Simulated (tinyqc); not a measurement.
Square on-chip spiral inductor, lumped pi model: one step of the calculation.

Outer diameter do = di + 2 n wd + 2 (n - 1) sp, mean da = (do + di)/2, fill p = (do - di)/(do + di), length l = 4 n da. L = 2.34 mu0 n^2 da/(1 + 2.75 p), mu0 = 4 pi 1e-7 H/m. Rs = rho l/(wd delta (1 - exp(-th/delta))), delta = sqrt(rho/(pi f mu0)). Cs = n wd^2 eps0 eo/hu across the coil. At each end Cox = l wd eps0 eo/(2 ho) leads to the substrate branch Rsi = 2 rs he/(l wd) in parallel with Csi = l wd eps0 11.7/(2 he). With one end grounded Y = 1/(Rs + i w L) + i w Cs + 1/[1/(i w Cox) + 1/(1/Rsi + i w Csi)], w = 2 pi f; Q = -Im Y/Re Y. Eddy currents in neighbouring turns and in the substrate are left out.

Task. Admittance, quality factor and apparent inductance. Series branch 1/(Rs + i w L), substrate branch, total Y, Q = -Im Y/Re Y, apparent inductance Im(1/Y)/w, metal-only value w L/Rs, share of the loss in the substrate Re(substrate branch)/Re Y.

Parameters, values chosen for the exercise: frequency f = 8 GHz.

L = 0.20965095 nH
Rs = 1.1473116 ohm
Cs = 4.1437599 fF
Cox = 6.3357488 fF
Rsi = 4739.3365 ohm
Csi = 4.3716667 fF

Find: series branch; substrate branch; Y; Q; apparent inductance; w L/Rs; share of the loss in the substrate.

Result.

series branch = 10.21-93.78i mS
substrate branch = 0.0640+0.1551i mS
Y = 10.27-93.42i mS
Q = 9.093
apparent inductance = 0.2104 nH
w L/Rs = 9.185
share of the loss in the substrate = 0.6233 %

Q is 99.0 % of the metal-only value.

Computed by the program tinyqc: `OMP_NUM_THREADS=1 python tinyqc.py 2302194 2302195 out.jsonl`, one thread of a shared Intel Xeon 2.30GHz, about 0.01 s for the whole run.
